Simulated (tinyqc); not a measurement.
Inside a calculation. Model: velocity overshoot from momentum and energy balance equations after a field step. Computed by tinyqc, a small Python program that keeps every step. Command: `OMP_NUM_THREADS=1 python tinyqc.py 3006203 3006204 out.jsonl overshoot walk`. One thread of a shared host (Intel(R) Xeon(R) Processor @ 2.30GHz), about 0.01 s of CPU time with the checks. Intermediate numbers are printed to about 6 digits and carried at full precision; extremes and crossings named in words are read from the listed rows.

At t = 0 the field jumps from 0 to F in a uniform sample. v is the drift velocity and u = w - (3/2) k_B T the excess energy per carrier.

Inputs (values chosen for the exercise, modelled on electrons in strained silicon except for tau_E):

| quantity | value | unit |
|---|---|---|
| effective mass m | 0.21 | m_0 |
| low-field mobility mu_0 | 2700 | cm^2/(V s) |
| saturation velocity v_s | 1 | 1e7 cm/s |
| energy relaxation time tau_E | 0.45 | ps |
| field after the step F | 11 | kV/cm |
| lattice temperature T | 300 | K |
| time step dt | 11 | fs |

Scheme: explicit Euler.

Constants: m_0 = 9.1093837015e-31 kg; e = 1.602176634e-19 C; k_B = 8.617333262e-05 eV/K.

## Constants and steady state

dv/dt = e F/m - v/tau_m(u), du/dt = e F v - u/tau_E, tau_m(u) = tau_0/(1 + c u), tau_0 = m mu_0/e, c = mu_0/(e tau_E v_s^2); this choice gives the steady state v (1 + mu_0 F v/v_s^2) = mu_0 F, which saturates at v_s. Steady velocity v = 2 mu_0 F/(1 + sqrt(1 + 4 (mu_0 F/v_s)^2)); u = e F v tau_E; carrier temperature T + 2u/(3 k_B), neglecting the drift energy m v^2/2.

tau_0 = 322.375 fs

c = 60 1/eV

acceleration e F/m = 0.00921287 1e7 cm/s per fs

steady velocity = 0.845722 1e7 cm/s

steady excess energy = 0.0418632 eV

steady carrier temperature = 623.868 K

tau_E/tau_0 = 1.40, and in the steady state tau_m has shrunk to 91.8 fs.

## First four steps

dv/dt = e F/m - v/tau_m(u), du/dt = e F v - u/tau_E, tau_m(u) = tau_0/(1 + c u), tau_0 = m mu_0/e, c = mu_0/(e tau_E v_s^2); this choice gives the steady state v (1 + mu_0 F v/v_s^2) = mu_0 F, which saturates at v_s. Step: v_new = v + dt (e F/m - v/tau_m(u)), u_new = u + dt (e F v - u/tau_E). Start v = u = 0; the distance adds dt (v + v_new)/2.

Steps:

| step | t (fs) | v (1e7 cm/s) | u (eV) | tau_m (fs) |
|---|---|---|---|---|
| 1 | 11 | 0.101342 | 0 | 322.375 |
| 2 | 22 | 0.199225 | 1.22623e-04 | 320.021 |
| 3 | 33 | 0.293719 | 3.60688e-04 | 315.546 |
| 4 | 44 | 0.384821 | 7.07271e-04 | 309.252 |

After the first step u is still 0, below the drift energy m v^2/2, because the explicit scheme uses the old v: an error of the finite time step.

## The whole transient

Run to 8 times the larger of tau_E and tau_0, but at most 20001 steps, and stop early if |v| > 1000 v_s or u < -1/(2c); the run is accepted if the last v is within 0.5 % of the steady value.

Selected steps, the peak among them:

| step | t (fs) | v (1e7 cm/s) | u (eV) | distance (nm) |
|---|---|---|---|---|
| 1 | 1.10000e+01 | 0.10134 | 0 | 5.57378e-02 |
| 2 | 2.20000e+01 | 0.19923 | 1.22623e-04 | 2.21050e-01 |
| 3 | 3.30000e+01 | 0.29372 | 3.60688e-04 | 4.92169e-01 |
| 5 | 5.50000e+01 | 0.47247 | 1.15562e-03 | 1.33688e+00 |
| 9 | 9.90000e+01 | 0.78610 | 3.83374e-03 | 4.12693e+00 |
| 14 | 1.54000e+02 | 1.08270 | 8.67046e-03 | 9.31656e+00 |
| 22 | 2.42000e+02 | 1.31078 | 1.78801e-02 | 2.00638e+01 |
| 25 | 2.75000e+02 | 1.32582 | 2.12701e-02 | 2.44220e+01 |
| 35 | 3.85000e+02 | 1.21929 | 3.05963e-02 | 3.85667e+01 |
| 55 | 6.05000e+02 | 0.95212 | 3.92221e-02 | 6.20854e+01 |
| 86 | 9.46000e+02 | 0.85547 | 4.16083e-02 | 9.23148e+01 |
| 134 | 1.47400e+03 | 0.84602 | 4.18541e-02 | 1.37108e+02 |
| 210 | 2.31000e+03 | 0.84572 | 4.18631e-02 | 2.07815e+02 |
| 328 | 3.60800e+03 | 0.84572 | 4.18632e-02 | 3.17590e+02 |

peak velocity = 1.32582 1e7 cm/s

time of the peak = 275 fs

distance at the peak = 24.4220 nm

last relative deviation from the steady velocity = 2.00495e-09

peak over steady velocity = 1.56768

The velocity overshoots to 1.57 times its steady value: momentum follows the field within tau_m while the energy, and with it the scattering rate, builds up over tau_E. A channel shorter than a few times 24 nm would see this.

## Error of the time step

The peak velocity is recomputed with dt/2 and dt/4 and by an adaptive Runge-Kutta method (tolerance 1e-9).

Peak velocity:

| step | v_peak (1e7 cm/s) | error (%) |
|---|---|---|
| dt | 1.32582 | 2.24469 |
| dt/2 | 1.31083 | 1.08848 |
| dt/4 | 1.30369 | 0.53813 |
| adaptive | 1.29672 | 0.00000 |

The explicit scheme puts the peak 2.24 % too high; halving dt divides the error by 2.06, as a first-order method should.

Checks made by the program: peak at dt/4 against the adaptive solution (relative difference 5e-03).
